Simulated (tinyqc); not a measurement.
Charge-trap memory cell: two steps of the calculation.

Channel, tunnel oxide, storage layer, blocking layer, gate. N electrons per area sit in a sheet at the centroid and shift the threshold by U = (q/eps0) N (tb/eb + xc tn/en). EOT = t1 + 3.9 (tn/en + tb/eb); tunnel field F = (Vg - U)/EOT; dN/dt = eta (J/q)(1 - N/Nm). Fowler-Nordheim: J = A F^2 exp(-B/F), A = q^2/(16 pi^2 hbar mo phi) (times 1e14 for A/cm^2 with F in V/nm, emitter mass m0), B = (4/3) sqrt(mo/C) phi^1.5, C = hbar^2/(2 m0).

Inputs (values chosen for the exercise); oxide values close to those of silicon dioxide, storage layer close to silicon nitride, blocking layer close to silicon dioxide:
```
symbol,value,unit,meaning
phi,3.01,eV,tunnel barrier
mo,0.43,m0,tunnelling mass
t1,5.7,nm,tunnel oxide (permittivity 3.9)
tn,6.9,nm,storage layer
en,7.4,,its relative permittivity
tb,7.6,nm,blocking layer
eb,3.9,,its relative permittivity
xc,0.57,,"charge centroid, share of tn counted from the blocking side"
eta,0.85,,capture efficiency of an empty layer
Nm,9.1e12,cm^-2,trap density
T,398,K,storage temperature
E1,0.9,eV,shallowest trap depth
E2,1.94,eV,deepest trap depth
nu,1e13,1/s,attempt frequency
Vg,21.3,V,gate voltage less flat band and surface potential
```

Constants: q = 1.602176634e-19 C, kB = 1.380649e-23 J/K, hbar = 1.054571817e-34 J s, m0 = 9.1093837015e-31 kg, Vt = kB T/q, eps0 = 8.8541878128e-14 F/cm where lengths are in cm, hbar^2/(2 m0) = 0.0380998212 eV nm^2. Results are converted to the units shown.

Question 1. Constants of the stack. EOT, the shift for 1e12 electrons per cm^2, the shift with all traps full, and the starting field, current and rate.

Wanted: EOT; shift for 1e12 cm^-2; shift with all traps full; F(0); J(0); dN/dt at the start.

Answer 1.

EOT = 16.94 nm
shift for 1e12 cm^-2 = 0.4488 V
shift with all traps full = 4.084 V
F(0) = 1.258 V/nm
J(0) = 1.575 A/cm^2
dN/dt at the start = 8.356e18 cm^-2 s^-1

Question 2. Retention after ten years. Retention: filled traps are spread evenly in depth from E1 to E2, and each empties at the rate nu exp(-E/kB T). The share left is the mean of exp(-nu t exp(-E/kB T)) = [kB T/(E2 - E1)] [E1x(nu t exp(-E2/kB T)) - E1x(nu t exp(-E1/kB T))], E1x the exponential integral; traps shallower than about Ed = kB T ln(nu t) are empty. t = 3.15576e8 s.

Give: Ed; share left; loss a decade while Ed lies between E1 and E2, kB T ln 10/(E2 - E1).

Answer 2.

Ed = 1.698 eV
share left = 0.2139
loss a decade while Ed lies between E1 and E2, kB T ln 10/(E2 - E1) = 0.07593

Range of the model: The Fowler-Nordheim form needs F t1 above phi; trap-assisted paths and leakage through the blocking layer are left out.

Program tinyqc, `OMP_NUM_THREADS=1 python tinyqc.py 2130169 2130170 out.jsonl`; Intel Xeon 2.30GHz, shared host, one thread, about 0.06 s.
